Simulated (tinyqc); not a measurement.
Inside a calculation. Model: bottom-up copper filling of a trench by curvature-enhanced accelerator coverage. Computed by tinyqc, a small Python program that keeps every step. Command: `OMP_NUM_THREADS=1 python tinyqc.py 3002261 3002262 out.jsonl superfill walk`. One thread of a shared host (Intel(R) Xeon(R) Processor @ 2.30GHz), about 0.06 s of CPU time with the checks. Intermediate numbers are printed to about 7 digits and carried at full precision; extremes and crossings named in words are read from the listed rows.

A rectangular trench keeps vertical walls and a flat floor. An accelerator floats on the surface; where area is lost in the corners it is passed on to the floor.

Inputs (values chosen for the exercise, close to those used for damascene copper plating):
```
quantity                                           value     unit
trench width w                                        50       nm
aspect ratio h/w                                     2.2        -
exchange current of the suppressed surface i_0     0.039  mA/cm^2
exchange current of the accelerated surface i_1     0.61  mA/cm^2
transfer coefficient alpha                          0.42        -
overpotential eta                                  0.091        V
starting coverage theta_0                          0.033        -
adsorption rate k_a                              0.00098      1/s
cupric ion concentration C                          0.48    mol/l
diffusivity D                                      4e-06   cm^2/s
boundary layer delta                                  21       um
temperature T                                        298        K
```

Constants: e = 1.602176634e-19 C; N_A = 6.02214076e+23 1/mol; k_B = 8.617333262e-05 eV/K.

## Velocities

Kinetic current i_k = [i_0 (1 - theta) + i_1 theta] exp(alpha eta/(k_B T)), limit i_L = 2 F D C/delta, i = 1/(1/i_k + 1/i_L); velocity v = i Omega/(2F), Omega = 7.11 cm^3/mol, F = e N_A. Depletion inside the trench is ignored.

limiting current i_L = 176.4303 mA/cm^2

velocity at theta = 0 = 0.06359087 nm/s

velocity at theta_0 = 0.09427049 nm/s

velocity at theta = 1 = 0.9805822 nm/s

ratio v(1)/v(theta_0) = 10.40179

Without acceleration the walls meet when the floor has risen by w/2, so a seam-free fill needs a mean floor-to-wall speed ratio of at least 2 h/w = 4.4.

## First rates

At the start theta_b = theta_s = theta_0 and x = w/2: d theta_b/dt = k_a (1 - theta_0) + 2 theta_0 v/x (theta_b on the floor, theta_s on the walls, x the half width). At this initial relative rate the doubling time without adsorption would be x ln2/(2 v).

rate from adsorption = 9.476600e-04 1/s

rate from area loss = 2.488741e-04 1/s

doubling time = 91.90935 s

## Filling

Half width x, floor height y, depth h = aspect ratio x w. dx/dt = -v_s, dy/dt = v_b. d theta_b/dt = k_a (1 - theta_b) + [theta_s v_b + theta_b v_s]/x: the floor takes the accelerator of the wall it covers and keeps its own as it narrows. d theta_s/dt = k_a (1 - theta_s). theta_b is capped at 1. Integrate (tolerance 1e-9) until the walls meet (x = 0.02 w/2) or the floor passes the original mouth y = h. Start: x = w/2, y = 0, theta_b = theta_s = theta_0. Height filled = y/h, opening left = x/(w/2).

Course of the fill (nine evenly spaced times):
```
t (s)       x (nm)    y (nm)    theta_b    theta_s   v_b/v_s
0.0000    25.00000   0.00000  0.0330000  0.0330000  1.000000
19.2836   23.01945   2.03800  0.0584374  0.0511027  1.061316
38.5672   20.71772   4.58812  0.0908599  0.0688665  1.159974
57.8508   18.10100   7.81973  0.1359440  0.0862978  1.320191
77.1344   15.17532  12.05282  0.2060204  0.1034027  1.595302
96.4180   11.94662  17.96733  0.3332277  0.1201875  2.123786
115.7016   8.42072  27.33332  0.6290905  0.1366580  3.378804
134.9852   4.60332  44.32306          1  0.1528202  4.773495
154.2688   0.50000  63.23222          1  0.1686798  4.455045
```

time at the end = 154.2688 s

share of the height filled from the floor = 0.5748383

opening left, as a share of w = 0.02

The walls meet when the floor has filled 57 % of the height: a seam forms above. Caution: real profiles develop slanted corners, and accelerator is consumed; both are left out.

## The window in starting coverage

The formulas are those given above.

Outcome:
```
theta_0  v(1)/v(theta_0)  height filled  opening left  time (s)
0.001           15.19788      0.5528518          0.02  175.2355
0.003           14.77200      0.5544081          0.02  173.8247
0.010           13.45276      0.5597226          0.02  168.9947
0.020           11.93096      0.5668145          0.02  162.3802
0.050            8.90921      0.5828228          0.02  144.4559
0.100            6.26689      0.5885160          0.02  120.2548
0.200            3.93675      0.5457659          0.02   87.5286
0.400            2.26190      0.4237847          0.02   54.6826
0.800            1.22686      0.2694647          0.02   30.5503
```

No row fills the trench; the best, at theta_0 = 0.1, reaches 59 % of the height. Too little accelerator takes too long to concentrate. Too much speeds the walls as well and removes the contrast.

Checks made by the program: wall coverage against its closed form (relative difference below 1e-10).
